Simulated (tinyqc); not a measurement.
Specific resistance of a metal-semiconductor contact and its transmission-line measurement: one step, computed by the program tinyqc. Command: `OMP_NUM_THREADS=1 python tinyqc.py 3015002 3015003 out.jsonl contact walk`. One thread of a shared host (Intel(R) Xeon(R) Processor @ 2.30GHz), about 0.01 s of CPU time with the checks.

The barrier is parabolic (depletion approximation), energies E are normal energies counted from the band edge in the neutral semiconductor (downwards for holes), and the bias is zero. xi is an input, held fixed when other inputs move.

Task: Transmission and supply. WKB transmission for E < E_b, with a = E/E_b: D = exp{-(E_b/E_00) [sqrt(1 - a) - a ln((1 + sqrt(1 - a))/sqrt(a))]}; D = 1 above. f = 1/(1 + exp((E - xi)/k_B T)).

Inputs (values chosen for the exercise, modelled on n-type silicon): Fermi level above the band edge in the bulk, xi = 0.014 eV; temperature T = 500 K.

Image-force lowering: left out.

barrier used, above the bulk band edge = 0.784 eV

E_00 = 73.70304 meV

Constants: k_B = 8.617333262e-05 eV/K.

Give: E, D, f and D f at E/E_b = 0.05, 0.15, 0.3, 0.45, 0.6, 0.75, 0.9, 0.98.

Result:

E, D, f and D f at E/E_b = 0.05, 0.15, 0.3, 0.45, 0.6, 0.75, 0.9, 0.98:
```
E/E_b   E (eV)           D           f         D f
0.05   0.03920  1.0009e-04  3.5781e-01  3.5815e-05
0.15   0.11760  7.0939e-04  8.2834e-02  5.8761e-05
0.30   0.23520  6.4824e-03  5.8594e-03  3.7983e-05
0.45   0.35280  3.6084e-02  3.8448e-04  1.3874e-05
0.60   0.47040  1.3952e-01  2.5100e-05  3.5019e-06
0.75   0.58800  3.9208e-01  1.6381e-06  6.4225e-07
0.90   0.70560  7.9537e-01  1.0690e-07  8.5026e-08
0.98   0.76832  9.8006e-01  2.4934e-08  2.4437e-08
```
